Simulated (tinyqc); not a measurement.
Comparisons within one model: sp3s* tight binding. A value that a table varies takes the place of the one given here.

sp3s* tight binding, nearest neighbours only: anion (a) at 0, cation (c) at a/4 (1,1,1), orbitals s, px, py, pz, s* on each; k in units of 2 pi/a. With phases e_j = exp(i (pi/2) k.n_j) for n = (1,1,1), (1,-1,-1), (-1,1,-1), (-1,-1,1): g0 = (e1+e2+e3+e4)/4, g1 = (e1+e2-e3-e4)/4, g2 = (e1-e2+e3-e4)/4, g3 = (e1-e2-e3+e4)/4. The diagonal holds the levels Esa, Epa, Exa (s*) and Esc, Epc, Exc. Anion-cation block: <sa|sc> = Vss g0; <sa|xc> = Vsapc g1; <xa|sc> = -Vscpa g1; <xa|xc> = Vxx g0; <xa|yc> = <ya|xc> = Vxy g3, <xa|zc> = <za|xc> = Vxy g2, <ya|zc> = <za|yc> = Vxy g1; <s*a|xc> = Vxapc g1; <xa|s*c> = -Vpaxc g1; y and z take g2 and g3 in place of g1; s-s* and s*-s* vanish.

Inputs chosen for the exercise (near a published set for Ge, fitted to gaps, whose masses and valley positions are rough; not measured data):
```
symbol  value   unit  meaning
Esa     -5.884  eV    s level of the anion
Epa     1.6     eV    p level of the anion
Esc     -5.884  eV    s level of the cation
Epc     1.6     eV    p level of the cation
Exa     6.343   eV    s* level of the anion
Exc     6.343   eV    s* level of the cation
Vss     -6.774  eV    s-s
Vxx     1.621   eV    px-px
Vxy     4.895   eV    px-py
Vsapc   5.453   eV    s anion, p cation
Vscpa   5.453   eV    s cation, p anion
Vxapc   5.188   eV    s* anion, p cation
Vpaxc   5.188   eV    p anion, s* cation
eta     1.8           scaling exponent
D001    0.75          ratio -ezz/exx
```

## What the s* orbital does

The s* couplings Vxapc and Vpaxc are scaled by f; f = 0 is the plain sp3 model. Gaps from the top of the valence band at Gamma; the Delta value is the minimum on (x,0,0), 0.5 <= x <= 1.

Gaps (eV):
```
f      Gamma   Delta       L  x of the minimum
0.00  0.9110  3.6336  2.2527             0.500
0.25  0.9110  3.4627  2.1066             0.500
0.50  0.9110  2.8424  1.7379             0.677
0.75  0.9110  1.8399  1.2670             0.790
0.90  0.9110  1.2196  0.9720             0.806
1.00  0.9110  0.8079  0.7775             0.810
1.10  0.9110  0.3999  0.5876             0.811
```

What does this show, and why?

The gap at Gamma stays, since g1 to g3 vanish there. From f = 0 to 1 the s* levels lower the Delta value by 2.826 eV and L by 1.475 eV. For f = 0 and 0.25 the least value lies at x = 0.5, the end of the range: any valley further out lies above that value until s* has lowered it enough. The lowest of the three is Gamma at f = 0 and L at f = 1.

## Hydrostatic strain (sp3s* tight binding, strained)

Strain e moves each bond vector to d = (1 + e) d0 (no internal displacement for the diagonal strains used here) and k is given in fractions of the strained reciprocal cell, so the phases stay. Two-centre values Vss_sigma = Vss/4, Vsp_sigma = sqrt3 V/4 for each s-p and s*-p pair, Vpp_sigma = (Vxx + 2 Vxy)/4, Vpp_pi = (Vxx - Vxy)/4 are scaled by (d0/d)^eta and combined with the new direction cosines; the levels on the diagonal stay.

exx = eyy = ezz = e. Gaps as measured from the top of the valence band; the deformation potentials are (gap(0.01) - gap(-0.01))/0.06.

Gaps (eV):
```
e       Gamma   Delta       L  x of the minimum
-0.03  1.3841  0.8244  1.0145             0.795
-0.02  1.2219  0.8190  0.9327             0.800
-0.01  1.0643  0.8135  0.8538             0.805
0.00   0.9110  0.8079  0.7775             0.810
0.01   0.7620  0.8023  0.7040             0.815
0.02   0.6170  0.7965  0.6330             0.820
0.03   0.4760  0.7907  0.5645             0.826
```

gap deformation potentials (eV): Gamma -5.038, Delta -0.188, L -2.497

What can be read from the table?

Per unit of volume strain the gaps move by -5.04 (Gamma), -0.19 (Delta) and -2.50 eV (L). The lowest valley changes from the Delta line to L between e = -0.01 and 0 and from L to Gamma between e = 0.01 and 0.02. These potentials follow from the one exponent eta, which fitted models replace by one for each integral; with it the sizes are rough, the sign for Delta can be wrong (in Si, Ge and the III-V crystals measured values are small and positive), and the pressures at which valleys cross, and which valley takes over, are rough too. A gap of zero, where one is listed, marks an s level that has sunk below the valence top.

## Biaxial strain splits the top of the valence band (sp3s* tight binding, strained)

No spin-orbit coupling; k = 0; exx = eyy = e, ezz = -D001 e. The four bonds keep equal lengths, and the sums over them give Vxx(e) for px and py and Vzz(e) for pz; each level is the lower root of [[Epa, V], [V, Epc]], and the s level the upper root of the s block. The shear potential b follows from E(x,y) - E(z) = 3 b (exx - ezz), taken as the slope between e = -0.005 and 0.005.

Couplings and levels at Gamma (eV):
```
e           ezz  Vxx(e)  Vzz(e)   E(x,y)     E(z)  E(x,y) - E(z) (meV)  upper s level
-0.020   0.0150  1.5276  1.8803   0.0724  -0.2803                352.7         0.9911
-0.010   0.0075  1.5752  1.7490   0.0248  -0.1490                173.8         0.9407
-0.005   0.0037  1.5983  1.6846   0.0017  -0.0846                 86.3         0.9154
0.005   -0.0037  1.6433  1.5582  -0.0433   0.0418                -85.0         0.8646
0.010   -0.0075  1.6651  1.4963  -0.0651   0.1037               -168.8         0.8391
0.020   -0.0150  1.7075  1.3748  -0.1075   0.2252               -332.7         0.7880
```

b = -3.263 eV

What can be read from the table?

Under tension in the plane (e > 0) the bonds tilt towards the plane, Vxx grows to 1.6651 and Vzz falls to 1.4963 eV at e = 0.01, and the pz state forms the top of the valence band, by 168.8 meV; under compression (e = -0.01) the px, py pair does, by 173.8 meV. The slope gives b = -3.26 eV, a rough value, since on-site strain terms are left out (measured values lie near -2 eV).

## What each parameter does

Gaps from the top of the valence band at Gamma; Delta is the minimum on (x,0,0), 0.5 <= x <= 1. A change on one sublattice alone makes the two atoms unequal. Each row changes one parameter from the base and keeps the others.

Results:
```
case              Ev (eV)  gap Gamma (eV)  gap Delta (eV)  gap L (eV)
base              -0.0210          0.9110          0.8079      0.7775
Vsapc = 5.253 eV  -0.0210          0.9110          0.7478      0.7086
Vxy = 5.095 eV    -0.0210          0.9110          0.8079      0.7247
Epc = 1.3 eV      -0.1779          1.0679          0.8892      0.8930
Vpaxc = 5.388 eV  -0.0210          0.9110          0.7206      0.7387
Epa = 1.9 eV       0.1221          0.7679          0.7275      0.6730
Vscpa = 5.653 eV  -0.0210          0.9110          0.8550      0.8425
```

What can be read from the table?

The largest shifts from the base row, up to three for each result and ties (the steps differ in size, so this ranks the rows, not the parameters). Ev (eV): Epc -0.1569, Epa +0.1431; unchanged at the printed digits by Vsapc, Vxy, Vpaxc and Vscpa. gap Gamma (eV): Epc +0.1569, Epa -0.1431; unchanged at the printed digits by Vsapc, Vxy, Vpaxc and Vscpa. gap Delta (eV): Vpaxc -0.0873, Epc +0.0813, Epa -0.0804; unchanged at the printed digits by Vxy. gap L (eV): Epc +0.1155, Epa -0.1046, Vsapc -0.0690. Vsapc, Vxy, Vpaxc and Vscpa cannot move Ev or the gap at Gamma, whose blocks do not hold them; s parameters never move Ev, and move the gap only where the lowest empty level at Gamma is s-like.

tinyqc: `OMP_NUM_THREADS=1 python tinyqc.py 1481495 1481496 out.jsonl`; about 0.2 s, one thread, shared Intel(R) Xeon(R) Processor @ 2.30GHz.
